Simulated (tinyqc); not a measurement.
Band offset from the macroscopic average of a supercell potential: one step. The potential line-up.

Parameters, chosen for this exercise (out of a larger set: gaps near those of GaAs and AlAs; not measured data): h = 0.35 angstrom (grid step).

macroscopic average (eV): -8.18500  -7.86331  -7.58207  -7.36781  -7.22766  -7.15683  -7.13173  -7.12353  -7.12060  -7.12008  -7.12001  -7.12000  -7.12000  -7.12000  -7.12001  -7.12008  -7.12060  -7.12353  -7.13173  -7.15683  -7.22766  -7.36781  -7.58207  -7.86331  -8.18500  -8.50669  -8.78793  -9.00219  -9.14234  -9.21317  -9.23827  -9.24647  -9.24940  -9.24992  -9.24999  -9.25000  -9.25000  -9.25000  -9.25000  -9.25000  -9.25000  -9.25000  -9.25000  -9.25000  -9.24999  -9.24992  -9.24940  -9.24647  -9.23827  -9.21317  -9.14234  -9.00219  -8.78793  -8.50669

Question. Read the macroscopic average in the middle of each region, j = 12 and j = 39, and its slope in A by a central difference over two points each way.

Give: plateau in A; plateau in B; dV = B - A; slope in A.

Answer.

plateau in A = -7.120 eV
plateau in B = -9.250 eV
dV = B - A = -2.130 eV
slope in A = 0.000 eV/angstrom

The plateaus are flat, so the line-up is well defined.

Computed by tinyqc, a small Python program: `OMP_NUM_THREADS=1 python tinyqc.py 1850155 1850156 out.jsonl` (the numbers bound the seed that draws the inputs); one thread of a shared host (Intel(R) Xeon(R) Processor @ 2.30GHz), about 0.01 s for the whole set of steps.
